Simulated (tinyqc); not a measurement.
Changing the temperature T: mobility of a non-polar semiconductor in the relaxation-time approximation. Computed by tinyqc, a small Python program. Command: `OMP_NUM_THREADS=1 python tinyqc.py 3006361 3006362 out.jsonl rta sweep`. One thread of a shared host (Intel(R) Xeon(R) Processor @ 2.30GHz), about 0.03 s of CPU time with the checks.

Each valley is treated as a sphere of mass m_d for states and rates, with one isotropic relaxation time; the conductivity mass m_c sets the current.

Inputs (values chosen for the exercise, for a model non-polar semiconductor):
```
quantity                                            value       unit
longitudinal mass m_l                                0.54        m_0
transverse mass m_t                                 0.091        m_0
equivalent valleys Z                                    6          -
non-parabolicity alpha                               0.16       1/eV
static permittivity eps_s                              13          -
density rho                                          2800     kg/m^3
sound velocity v_l                                  10600        m/s
acoustic deformation potential D_A                    8.5         eV
phonon energy hbar w                                 26.5        meV
optical or intervalley deformation potential D_o      9.2  1e8 eV/cm
final valleys Z_f                                       5          -
carrier density n                                 8.8e+15     1/cm^3
compensation ratio C                                 0.16          -
neutral impurity density N_n                      4.2e+17     1/cm^3
```

Band: Kane. Impurity formula: Conwell-Weisskopf. Further scattering: neutral impurities.

Constants: k_B = 8.617333262e-05 eV/K; m_0 = 9.1093837015e-31 kg; e = 1.602176634e-19 C; hbar = 1.054571817e-34 J s; eps_0 = 8.8541878128e-12 F/m; k_B = 1.380649e-23 J/K; hbar = 6.582119569e-16 eV s.

Method:
- m_d = (m_l m_t^2)^(1/3); 1/m_c = (1/m_l + 2/m_t)/3; Hall mass factor A = 3 K_m (K_m + 2)/(2 K_m + 1)^2, K_m = m_l/m_t; N_I = n (1 + C)/(1 - C).
- Kane band: hbar^2 k^2/(2 m) = E (1 + alpha E), speed v = hbar k/(m (1 + 2 alpha E)), states per spin, volume and energy g(E) = m k (1 + 2 alpha E)/(2 pi^2 hbar^2); overlap factors are set to 1. Here m = m_d. Masses are multiplied by m_0 and all formulas are in SI units.
- The reduced Fermi level eta = E_F/(k_B T) solves n = 2 Z int g f dE with f = 1/(1 + exp(x - eta)) (Z = 1 unless valleys are given); screening length L_s = sqrt(eps_s eps_0 k_B T/(e^2 dn/deta)), dn/deta = 2 Z int g f (1 - f) dE.
- Integrals over x = E/(k_B T) use 160 Gauss-Legendre points in u = sqrt(x) from 0 to sqrt(max(eta, 0) + 32).
- Phonon occupation N_q = 1/(exp(hbar w/(k_B T)) - 1).
- Acoustic deformation potential (elastic, equipartition, absorption and emission together): 1/tau = 2 pi k_B T D_A^2 g(E)/(hbar rho v_l^2).
- Optical or intervalley deformation potential: 1/tau = (pi Z_f D_o^2/(rho w)) [N_q g(E + hbar w) + (N_q + 1) g(E - hbar w)], with g = 0 below the band edge.
- Each optical term is multiplied by (1 - f(E'))/(1 - f(E)), E' the final energy, for Pauli blocking.
- Singly charged impurities, momentum relaxation: 1/tau = N_I e^4 m (1 + 2 alpha E) Phi/(8 pi (eps_s eps_0)^2 hbar^3 k^3), with alpha = 0 for a parabolic band.
- Conwell-Weisskopf: Phi = ln(1 + y^2), y = 4 pi eps_s eps_0 E N_I^(-1/3)/e^2 (largest impact parameter N_I^(-1/3)/2).
- Neutral impurities (Erginsoy): 1/tau = 20 N_n a_B hbar/m, a_B = 4 pi eps_s eps_0 hbar^2/(m e^2).
- mu = (m_d/m_c) (2 Z e/(3 n k_B T)) int g v^2 tau f (1 - f) dE.
- Averages over x are split at the emission threshold x_0 = hbar w/(k_B T): 64 Gauss-Legendre points in sqrt(x) below it and 128 in sqrt(x - x_0) above it, up to x = max(eta, 0) + 32.
- Rates are added at each energy before the average. With <y> = int g v^2 y f (1 - f) dE: Hall factor r_H = A (3 n k_B T/(2 Z m_d)) <tau^2/(1 + 2 alpha E)>/<tau>^2 (alpha = 0 for a parabolic band); Hall mobility r_H mu; |S| = (k_B/e) (<x tau>/<tau> - eta); resistivity 1/(n e mu).
- Matthiessen's rule adds 1/mu of the separate processes.

One run for each value; columns: (1) temperature T (K); (2) drift mobility mu (cm^2/(V s)); (3) acoustic mobility (cm^2/(V s)); (4) ionised impurity mobility (cm^2/(V s)); (5) optical mobility (cm^2/(V s)); (6) Hall factor r_H; (7) excess of Matthiessen's rule over the full mu (%):
```
(1)     (2)         (3)         (4)         (5)      (6)     (7)
60   537.70  3.5002e+05  1.9048e+04  2.5694e+05  0.85375   1.587
79   529.53  2.3120e+05  2.4665e+04  6.5005e+04  0.85523   2.969
100  514.00  1.6193e+05  3.1279e+04  2.4159e+04  0.85788   4.831
140  475.12  9.7264e+04  4.4779e+04  7.3966e+03  0.86462   7.992
180  433.21  6.6372e+04  5.9221e+04  3.5327e+03  0.87237   9.865
230  383.59  4.5654e+04  7.8342e+04  1.8929e+03  0.88251  10.696
310  315.95  2.8874e+04  1.1094e+05  9.7673e+02  0.89878  10.309
530  195.49  1.2554e+04  2.0992e+05  3.5116e+02  0.93991   7.456
700  142.98  8.0943e+03  2.9312e+05  2.1573e+02  0.96712   5.790
```

Give the missing row, temperature T (K) = 410.

Computed row; columns: (1) temperature T (K); (2) drift mobility mu (cm^2/(V s)); (3) acoustic mobility (cm^2/(V s)); (4) ionised impurity mobility (cm^2/(V s)); (5) optical mobility (cm^2/(V s)); (6) Hall factor r_H; (7) excess of Matthiessen's rule over the full mu (%):
```
(1)     (2)         (3)         (4)         (5)      (6)    (7)
410  251.21  1.8739e+04  1.5447e+05  5.6227e+02  0.91829  8.997
```

Interpolating between the two neighbouring rows (the first column on a logarithmic scale, the others too where they are positive) misses most in excess of Matthiessen's rule over the full mu (%), by 3.2 %. Over the rows, drift mobility mu (cm^2/(V s)) falls from 538 to 143 (exponent d ln y / d ln x -0.056 between the first rows and -1.1 between the last); acoustic mobility (cm^2/(V s)) falls from 350000 to 8090 (exponent d ln y / d ln x about -1.5 throughout); ionised impurity mobility (cm^2/(V s)) rises from 19000 to 293000 (exponent d ln y / d ln x 0.94 between the first rows and 1.2 between the last). The exponent of acoustic mobility stays between -1.58 and -1.51, near -1.5: the T^(-3/2) law of acoustic scattering in a classical gas. The lowest separate mobility among these three is impurity from 60.0 to 79.0, optical from 100 to 700 K. Neutral impurities scattering, not listed, also enters mu. Matthiessen's rule errs most, by 11 %, at 230 K.

Caution (all rows): Erginsoy's formula holds for k a_B below about 0.5 and for dopants that stay neutral, which means low temperature; elsewhere it is only a rough constant rate. Caution (rows 60.0, 79.0, 100): n is taken as given; at low temperature (in diamond even at 300 K) real dopants can freeze out, which changes n and N_I.

Extremes, crossings and ranges named in words are read from the listed rows.
